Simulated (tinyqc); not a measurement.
Undoped gate-all-around wire MOSFET, analytic charge model: one step of the calculation.

An undoped round wire of radius R under an insulator shell and a surrounding gate; long channel, electrons only, n = ni exp((psi - V)/Vt) with V the quasi-Fermi potential (0 at the source, Vd at the drain), constant mobility, no quantisation. The radial Poisson equation gives n(r) = n(0)/(1 - (1 - b) r^2/R^2)^2 with b = Q0/(Q + Q0). Q is the electron charge per area of the wire surface.

Task. Constants of the wire. ni = sqrt(Nc Nv) exp(-Eg/(2 Vt)), Eg in volts; Cox = eps0 eox/(R ln(1 + tox/R)); Q0 = 4 eps0 eps_r Vt/R; V0 = dphi + Vt ln[8 eps0 eps_r Vt/(q ni R^2)].

Parameters, values chosen for the exercise; material values close to those of gallium arsenide:
- T = 325 K (temperature)
- Eg = 1.42 eV (band gap)
- eps_r = 12.8 (relative permittivity of the semiconductor)
- Nc = 4.87e17 cm^-3 (conduction-band density of states at T)
- Nv = 1.01e19 cm^-3 (valence-band density of states at T)
- eox = 25.7 (relative permittivity of the gate insulator)
- tox = 11 nm (insulator thickness)
- R = 3 nm (wire radius)
- dphi = 0.04 V (gate work function less that of the intrinsic body)

Constants: q = 1.602176634e-19 C, kB = 1.380649e-23 J/K, Vt = kB T/q, eps0 = 8.8541878128e-14 F/cm where lengths are in cm. Results are converted to the units shown.

Give: ni; Cox; Q0; V0.

Result.

ni = 2.167e7 cm^-3
Cox = 4.924 uF/cm^2
Q0 = 423.2 nC/cm^2
V0 = 0.8080 V

Computed by the program tinyqc: `OMP_NUM_THREADS=1 python tinyqc.py 2460086 2460087 out.jsonl`, one thread of a shared Intel Xeon 2.30GHz, about 0.02 s for the whole run.
